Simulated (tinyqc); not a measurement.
MOS inversion layer, Poisson-Schroedinger loop: one step of the calculation.

Electrons confined at an insulator interface at z = 0, treated as a hard wall; parabolic valleys, Hartree approximation, no image or exchange terms. The depletion charge lies far deeper than the electrons and gives a uniform field q Nd/(eps0 eps_r); the gate balances all charge. Energies are counted from the band edge at the interface.

Task. Closed-form estimates. Triangular well: E_k = a_k (C F^2/mz)^(1/3), a_1 = 2.338107, a_2 = 4.087949, C = hbar^2/(2 m0), F in eV/nm. Fang-Howard (all electrons in the lowest level of set A): b^3 = 6 (mz1/C) q (Nd + 11 Ns/32)/(eps0 eps_r), centroid 3/b, level C b^2/(4 mz1) + (3/b) q (Nd + 11 Ns/16)/(eps0 eps_r). Use F = q (Nd + Ns)/(eps0 eps_r), the surface field, and F = q (Nd + Ns/2)/(eps0 eps_r).

Inputs (values chosen for the exercise); masses and permittivity close to those of 4H silicon carbide (0001):
```
symbol,value,unit,meaning
eps_r,9.63,,relative permittivity
mz1,0.328,m0,mass along z of valley set A (3 valley(s))
Ns,1.3e12,cm^-2,sheet density of electrons
Nd,1.2e11,cm^-2,sheet density of depletion charge
```

Constants: q = 1.602176634e-19 C, hbar = 1.054571817e-34 J s, m0 = 9.1093837015e-31 kg, eps0 = 8.8541878128e-14 F/cm where lengths are in cm, hbar^2/(2 m0) = 0.0380998212 eV nm^2. Results are converted to the units shown.

Find: A1 with the surface field; A1 with Nd + Ns/2; A2 with Nd + Ns/2; b; Fang-Howard centroid; Fang-Howard level.

Result.

A1 with the surface field = 0.1019 eV
A1 with Nd + Ns/2 = 0.06774 eV
A2 with Nd + Ns/2 = 0.1184 eV
b = 0.8194 1/nm
Fang-Howard centroid = 3.661 nm
Fang-Howard level = 0.08924 eV

tinyqc, about 0.5 s, one thread, Intel Xeon 2.30GHz (shared host): `OMP_NUM_THREADS=1 python tinyqc.py 2160059 2160060 out.jsonl`
